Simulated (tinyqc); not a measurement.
Avalanche multiplication and breakdown of a junction from ionisation integrals: one step, computed by the program tinyqc. Command: `OMP_NUM_THREADS=1 python tinyqc.py 3008453 3008454 out.jsonl impact walk`. One thread of a shared host (Intel(R) Xeon(R) Processor @ 2.30GHz), about 0.01 s of CPU time with the checks.

Ionisation coefficients follow the local field. Position x runs through the depletion layer from the p side (x = 0), where electrons enter, to the n side (x = w), where holes enter. The built-in voltage is neglected.

Problem. Coefficients at the critical field. alpha_n = a_n exp(-(b_n/F)^c), alpha_p = a_p exp(-(b_p/F)^c).

Inputs (values chosen for the exercise, modelled on 4H-SiC): electron prefactor a_n = 1.74e+08 1/cm; electron field b_n = 3.28e+07 V/cm; hole prefactor a_p = 3.45e+08 1/cm; hole field b_p = 2.43e+07 V/cm; exponent c = 1.

Junction: one-sided abrupt n+p.

critical field F_m = 3.072620 MV/cm

Give: alpha_n; alpha_p; ratio k = alpha_p/alpha_n; shorter ionisation length.

Solution.

alpha_n = 4022 1/cm

alpha_p = 1.268e+05 1/cm

ratio k = alpha_p/alpha_n = 31.53

shorter ionisation length = 0.07885 micrometre

Holes ionise more readily at the peak field.
